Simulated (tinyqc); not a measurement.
Inside a calculation: parabolic quantum dot in a magnetic field (Fock-Darwin). Values are carried at full precision from step to step, so a last printed digit may differ when a step is redone from the rounded ones.

Two dimensions, V = m w0^2 r^2/2, one valley. hbar wc = 2 muB B/m, W = sqrt(w0^2 + wc^2/4), E(n, l, s) = (2n + |l| + 1) hbar W - l hbar wc/2 + s gs muB B, n = 0, 1, ..., l = 0, +/-1, ..., s = +/-1/2; length lam = sqrt(2c/(m hbar W)), c = hbar^2/2m0.

Constants: muB = 5.788381798e-05 eV/T; hbar^2/2m0 = 3.80998211 eV angstrom^2; e^2/(4 pi eps0) = 14.39964547 eV angstrom.

Values chosen for the exercise (near those of a gate-defined dot in InGaAs; the results hold for these values, not for the real material): m = 0.0458 m0 (mass); gs = -3.09 (g factor); w0 = 5.3 meV (confinement energy hbar w0); B = 1.03 T (magnetic field); Ec = 3.6 meV (charging energy e^2/C); eps = 14.1 (dielectric constant).

## Energy and length scales

Give hbar wc, hbar W, the two mode energies hbar W +/- hbar wc/2, the Zeeman energy |gs| muB B and lam.

hbar wc = 2.6035 meV
hbar W = 5.4575 meV

modes (meV): 6.7593  4.1558

Zeeman energy = 0.1842 meV
lam = 174.6 angstrom

The product of the modes is w0^2 = 28.09 meV^2 at any field. These two lines are all that far-infrared light sees, whatever the number of electrons (Kohn theorem).

## Orbital levels

The eight lowest (n, l) from E = (2n + |l| + 1) W - l wc/2.

Levels:
```
(n,l)   E (meV)
(0,0)     5.458
(0,1)     9.613
(0,-1)   12.217
(0,2)    13.769
(1,0)    16.373
(0,3)    17.925
(0,-2)   18.976
(1,1)    20.528
```

## Addition spectrum

Constant interaction: mu(N) = E_N + (N - 1/2) Ec with the spin-resolved levels filled in order; the addition energy is mu(N + 1) - mu(N).

Filling:
```
N   state added  E_N (meV)  mu(N) (meV)  addition energy (meV)
1        (0,0)+      5.365        7.165                  3.784
2        (0,0)-      5.550       10.950                  7.572
3        (0,1)+      9.521       18.521                  3.784
4        (0,1)-      9.705       22.305                  6.019
5       (0,-1)+     12.125       28.325                  3.784
6       (0,-1)-     12.309       32.109                  4.968
7        (0,2)+     13.677       37.077                  3.784
8        (0,2)-     13.861       40.861                  6.019
9        (1,0)+     16.280       46.880                  3.784
10       (1,0)-     16.465       50.665                  4.968
```

The largest addition energy falls at N = 2; at zero field it peaks at the closed shells 2, 6 and 12. Exchange, which the model lacks, would favour parallel spins near level crossings. Ec is an independent input that includes screening by the gates.

## Singlet and triplet of two electrons

Two electrons, first order in the Coulomb energy: the singlet (0,0)^2 has 2W + J0 and the lowest triplet (0,0)(0,1) has 3W - wc/2 + J0/2 - Ez, with J0 = sqrt(pi/2) q/(eps lam), q = e^2/(4 pi eps0), Ez = |gs| muB B.

Give J0, the triplet less the singlet, and J0/W.

J0 = 7.331 meV
E(T) - E(S) = 0.306 meV
J0/W = 1.34

The singlet is lower at this order. J0 exceeds W, so first order overstates the interaction and the result is only a guide.

## The same without perturbation theory

Exact treatment: the centre of mass separates with energy W, and the relative motion obeys [-(2c/m) Laplacian + (2c/m) r^2/(2 lam^2)^2 + q/(eps r)] psi = e_l psi for angular number l, solved in 14 Gaussians r^l exp(-a r^2), a = 1.7^i/(4 lam^2), i = -3 to 10. E(S) = W + e_0, E(T) = W + e_1 - wc/2 - Ez.

Solve for e_0 and e_1.

e_0, e_1 (meV): 11.23  14.39

first-order values W + J0 and 2W + J0/2 (meV): 12.79  14.58

E(T) - E(S), exact = 1.67 meV

First order overshoots e_0 by 1.56 meV and e_1 by only 0.19 meV, since the singlet gains more by keeping the electrons apart; it therefore favours the triplet by 1.37 meV too much. Of these two the singlet is lower, as first order says.

## Checks

- e_0 at W = 2 Ry m/eps^2, where it is exactly 2W, as a ratio e_0/W: both 2.000.
- Level (0,1) from the radial equation by finite differences against the formula, meV: both 9.61.

tinyqc: `OMP_NUM_THREADS=1 python tinyqc.py 1282227 1282228 out.jsonl`; about 0.1 s, one thread, shared Intel(R) Xeon(R) Processor @ 2.30GHz.
